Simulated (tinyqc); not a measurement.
# From one set of inputs to another, one input at a time

Model: pair-potential crystal by lattice sums. Computed by tinyqc, a small Python program. Command: `OMP_NUM_THREADS=1 python tinyqc.py 3020878 3020879 out.jsonl pairsum ladder`. One thread of a shared host (Intel(R) Xeon(R) Processor @ 2.30GHz), about 0.05 s of CPU time with the checks.

Energy per atom E = (1/2) sum over neighbours of phi(r); d is the nearest-neighbour distance.

The inputs printed are set A. Inputs not listed in the table keep their values of set A, so the rows need not describe a real material.

Inputs (values chosen for the exercise, for model atoms):

| quantity | value | unit |
|---|---|---|
| well depth eps | 0.0987 | eV |
| pair minimum r0 | 3.97 | angstrom |
| cut-off r_c/r0 | 2.34 | - |
| stiffness alpha r0 | 6 | - |

Potential: Morse. Structure: sc.

Constants: 1 eV/angstrom^3 = 160.2176634 GPa.

Method:
- phi0(r) = eps [exp(-2 alpha (r - r0)) - 2 exp(-alpha (r - r0))]; shifted-force cut-off: phi(r) = phi0(r) - phi0(r_c) - (r - r_c) phi0'(r_c) for r < r_c, zero beyond.
- Shells (distance in units of d, count): fcc 1.0000 (12), 1.4142 (6), 1.7321 (24), 2.0000 (12), 2.2361 (24), 2.4495 (8), 2.6458 (48), 2.8284 (6), 3.0000 (36), 3.1623 (24); hcp 1.0000 (12), 1.4142 (6), 1.6330 (2), 1.7321 (18), 1.9149 (12), 2.0000 (6), 2.2361 (12), 2.3805 (12), 2.4495 (6), 2.5166 (6), 2.5820 (12), 2.6458 (24), 2.7080 (6), 2.8868 (12), 3.0000 (12), 3.1091 (24), 3.1623 (12); bcc 1.0000 (8), 1.1547 (6), 1.6330 (12), 1.9149 (24), 2.0000 (8), 2.3094 (6), 2.5166 (24), 2.5820 (24), 2.8284 (24), 3.0000 (32); sc 1.0000 (6), 1.4142 (12), 1.7321 (8), 2.0000 (6), 2.2361 (24), 2.4495 (24), 2.8284 (12), 3.0000 (30), 3.1623 (24); diamond 1.0000 (4), 1.6330 (12), 1.9149 (12), 2.3094 (6), 2.5166 (12), 2.8284 (24), 3.0000 (16). Volumes per atom in d^3: fcc 0.70711, hcp 0.70711, bcc 0.76980, sc 1.00000, diamond 1.53960; hcp has the ideal c/a. Every shell inside the cut-off is summed.
- Equilibrium: dE/dd = 0 at the lowest minimum with d between 0.78 r0 and 1.45 r0; B = d^2 E''(d)/(9 Omega).
- Unrelaxed vacancy: removing an atom breaks its bonds (2|E|) and placing it on the surface returns |E|, so E_v = |E|.
- At zero stress C_ijkl = (1/(2 Omega)) sum (phi'' - phi'/r) R_i R_j R_k R_l / r^2 over all neighbours, on cube axes; so C44 = C12 (Cauchy relation). C' = (C11 - C12)/2.

Each row keeps all changes above it:

| input moved | from | to | energy per atom (eV) | bulk modulus B (GPa) | C11 (GPa) |
|---|---|---|---|---|---|
| set A | - | - | -0.4162 | 9.47 | 33.42 |
| pair minimum r0 (angstrom) | 3.97 | 3.72 | -0.4162 | 11.51 | 40.63 |
| well depth eps (eV) | 0.0987 | 0.199 | -0.8392 | 23.20 | 81.91 |
| cut-off r_c/r0 | 2.34 | 1.97 | -0.7747 | 22.11 | 77.95 |
| stiffness alpha r0 | 6 | 6.6 | -0.7407 | 24.56 | 83.99 |

Energy per atom goes from -0.416 to -0.741, -0.325 in all. The largest single move comes from well depth eps (-0.423), and cut-off r_c/r0 works against it (+0.0645). Bulk modulus B goes from 9.47 to 24.6, a factor 2.59 in all. The largest single move comes from well depth eps (a factor 2.02). C11 goes from 33.4 to 84.0, a factor 2.51 in all. The largest single move comes from well depth eps (a factor 2.02). The single moves hold for this order of the switches; the total does not depend on the order.

Extremes, crossings and ranges named in words are read from the listed rows.
